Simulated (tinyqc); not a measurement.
## Two-diode model of a solar cell: effect of the series resistance

J is the current delivered and Vj = V + J Rs the junction voltage. J = X JL - J01 (exp(Vj/(n1 Vt)) - 1) - J02 (exp(Vj/(2 Vt)) - 1) - Vj/Rp. The photocurrent does not depend on voltage.

Jsc at V = 0, Voc at J = 0, the maximum power point where J (1 + 2 Rs G) = G Vj with G = -dJ/dVj; FF = Vmp Jmp/(Voc Jsc); efficiency Vmp Jmp/(X Pin). Empirical fill factor without parasitics FF0 = (v - ln(v + 0.72))/(v + 1), v = Voc/(n1 Vt).

Parameters, values chosen for the exercise; values of the order met in cells of cadmium telluride: temperature T = 323 K; photocurrent at one sun JL = 28.1 mA/cm^2; concentration X = 1 suns; saturation current of the first diode J01 = 3.2e-16 A/cm^2; ideality factor of the first diode n1 = 1; shunt resistance Rp = 3000 ohm cm^2; incident power at one sun Pin = 100 mW/cm^2; saturation current of the second diode (ideality 2) J02 = 2.9e-9 A/cm^2.

Constants: q = 1.602176634e-19 C, kB = 1.380649e-23 J/K, Vt = kB T/q. Results are converted to the units shown.

The same in every row: Voc (V) = 0.8673; FF0 = 0.8613.

Effect of the series resistance:

| Rs (ohm cm^2) | Jsc (mA/cm^2) | Vmp (V) | Jmp (mA/cm^2) | FF | efficiency (%) |
|---|---|---|---|---|---|
| 0 | 28.10 | 0.7399 | 26.03 | 0.7901 | 19.26 |
| 0.05 | 28.10 | 0.7387 | 26.02 | 0.7887 | 19.22 |
| 0.11 | 28.10 | 0.7373 | 26.01 | 0.7871 | 19.18 |
| 0.25 | 28.10 | 0.7341 | 26.00 | 0.7832 | 19.09 |
| 0.55 | 28.09 | 0.7273 | 25.96 | 0.7750 | 18.88 |
| 1.2 | 28.09 | 0.7126 | 25.89 | 0.7572 | 18.45 |
| 2.7 | 28.07 | 0.6795 | 25.68 | 0.7167 | 17.45 |
| 6 | 28.04 | 0.6110 | 25.08 | 0.6299 | 15.32 |

Read the table: what changes, and by how much?

As Rs goes from 0 to 6, Voc stays at 0.867 V, FF falls from 0.790 to 0.630 and the efficiency falls from 19.3 to 15.3 %. Voc does not depend on Rs, since no current flows through it at open circuit; between the first two rows FF drops by 1.08 times rs = Rs Jsc/Voc in relative terms.

Computed by the program tinyqc: `OMP_NUM_THREADS=1 python tinyqc.py 2280003 2280004 out.jsonl`, one thread of a shared Intel Xeon 2.30GHz, about 0.01 s for the whole run.
